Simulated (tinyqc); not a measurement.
Resonant-tunnelling diode, transfer matrices and Tsu-Esaki current: one step of the calculation.

Emitter (band edge 0), barrier d1, well Lw, barrier d2, collector (edge -V). The bias drops linearly over these layers and none in the contacts; each layer is cut into ns equal slices, flat at the value of their centres. E is the energy of motion across the layers, C = hbar^2/(2 m0), psi and psi'/m are continuous. Transport is coherent, T(E) is taken as independent of the transverse momentum, and charge in the well is ignored.

Question. Breit-Wigner parameters from a parabola through 1/T(E). Near a resonance 1/T(E) = (1/Tp) [1 + (2 (E - Er)/G)^2]. With y = 1/T(E) at E0 - h, E0, E0 + h: a = (y1 + y3 - 2 y2)/(2 h^2), b = (y3 - y1)/(2 h), Er = E0 - b/(2 a), 1/Tp = y2 - b^2/(4 a), G = 2 sqrt(1/(Tp a)), tau = hbar/G.

Constants: q = 1.602176634e-19 C, hbar = 1.054571817e-34 J s. Results are converted to the units shown.

three energies (eV): [0.053896, 0.063896, 0.073896]
T(E) at these energies: [0.32266008, 0.76832139, 0.59430260]

Wanted: Er; Tp; G; tau.

Answer.

Er = 0.06715 eV
Tp = 0.8429
G = 20.87 meV
tau = 31.54 fs

The true maximum of T(E) lies at 0.066717 eV with height 0.8186 and full width 22.50 meV; the fitted G is 7.2 % below that width.

Numbers from tinyqc (`OMP_NUM_THREADS=1 python tinyqc.py 2600059 2600060 out.jsonl`; about 0.1 s on one thread of a shared Intel Xeon 2.30GHz).
